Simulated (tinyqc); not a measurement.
Full result against the linear law: strain, valley repopulation and piezoresistance in a many-valley conduction band. Computed by tinyqc, a small Python program. Command: `OMP_NUM_THREADS=1 python tinyqc.py 3003298 3003299 out.jsonl valleys walk`. One thread of a shared host (Intel(R) Xeon(R) Processor @ 2.30GHz), about 0.02 s of CPU time with the checks.

Valleys are ellipsoids with mass m_l along the axis a and m_t across it, parabolic, with one constant relaxation time; strain shifts the valleys and leaves the masses alone. Currents are taken along [100], in the plane, and along [001], across the plane.

Inputs (values chosen for the exercise, modelled on silicon): longitudinal mass m_l = 0.907 m_0; transverse mass m_t = 0.194 m_0; shear deformation potential Xi_u = 9.1 eV; dilation deformation potential Xi_d = 1.1 eV; C11 = 165 GPa; C12 = 64.6 GPa; C44 = 79.3 GPa; electron density n = 8.2e+17 1/cm^3; relaxation time tau = 150 fs; temperature T = 300 K.

Valley axes: <100> (6 valleys in 3 pairs). Load: biaxial in the (001) plane.

Constants: k_B = 8.617333262e-05 eV/K; m_0 = 9.1093837015e-31 kg; k_B = 1.380649e-23 J/K; hbar = 1.054571817e-34 J s; e = 1.602176634e-19 C.

Method:
- Each of the 6 valleys holds n_v = N_v (2/sqrt(pi)) F_1/2((E_F - dE_v)/(k_B T)), N_v = 2 (m_d k_B T/(2 pi hbar^2))^(3/2), m_d = (m_l m_t^2)^(1/3); E_F solves sum n_v = n and is counted from the unstrained edge.
- F_j(eta) = int_0^infinity x^j/(1 + exp(x - eta)) dx, without a gamma-function factor. It is evaluated after integrating by parts.
- Integrals over x = E/(k_B T) use 160 Gauss-Legendre points in u = sqrt(x) from 0 to sqrt(max(eta, 0) + 32).
- With eta_0 the reduced Fermi level without strain, r = F_-1/2(eta_0)/(2 F_1/2(eta_0)) (1 for a classical gas) and c = r (Xi_u/k_B T) (m_l - m_t)/(2 m_l + m_t): pi11 = -(2/3) c (S11 - S12), pi12 = -pi11/2, pi44 = 0, with S11 - S12 = 1/(C11 - C12).
- Compliances S11 = (C11 + C12)/((C11 - C12)(C11 + 2 C12)), S12 = -C12/((C11 - C12)(C11 + 2 C12)), S44 = 1/C44; stress sigma_xx = sigma_yy = X, all else 0; e_xx = S11 sigma_xx + S12 (sigma_yy + sigma_zz), e_xy = S44 sigma_xy/2 (tensor strain).
- Herring-Vogt shift of a valley with unit axis a: dE = Xi_d tr(e) + Xi_u a.e.a.
- Mobility tensor mu = e tau sum_v (n_v/n) [1/m_t + (1/m_l - 1/m_t) a a^T]; unstrained mu_0 = e tau (1/m_l + 2/m_t)/3; resistivity along d from the inverse tensor, rho_d = d.mu^-1.d/(n e), mobility along d = 1/(d.mu^-1.d); gauge pi_d = (rho_d/rho_0 - 1)/X.
- Linear theory: pi = pi11 + pi12 in the plane and 2 pi12 across it.

pi11 = -82.1389 1e-11/Pa

pi12 = 41.0695 1e-11/Pa

Resistance changes (%); at 2000 MPa the strain is near or above 1 %, where band warping, left out here, matters:
```
X (MPa)  splitting (meV)  largest share  first direction   linear  second direction   linear
-2000             181.27        0.49977           21.550   82.139            -26.18  -164.28
-1000              90.64        0.49250           20.416   41.069            -25.32   -82.14
-400               36.25        0.44472           13.463   16.428            -19.18   -32.86
-150               13.60        0.38552            5.886    6.160            -10.01   -12.32
-50                 4.53        0.35203            2.032    2.053             -3.83    -4.11
50                  4.53        0.37292           -2.065   -2.053              4.40     4.11
150                13.60        0.45685           -6.173   -6.160             15.15    12.32
400                36.25        0.66678          -15.081  -16.428             55.09    32.86
1000               90.64        0.94182          -24.477  -41.069            184.24    82.14
2000              181.27        0.99814          -26.150  -82.139            242.68   164.28
```

Along the first direction the linear law holds within 10 % for 5 of the 10 stresses, at -150, -50.0, 50.0, 150, 400 MPa. At the largest compression the full change is +21.6 % against the linear +82.1 %, at the largest tension -26.1 % against -82.1 %: once the splitting is comparable with k_B T (or E_F) the populations no longer follow it linearly, and the change must saturate when the upper valleys are empty.

Extremes, crossings and ranges named in words are read from the listed rows.
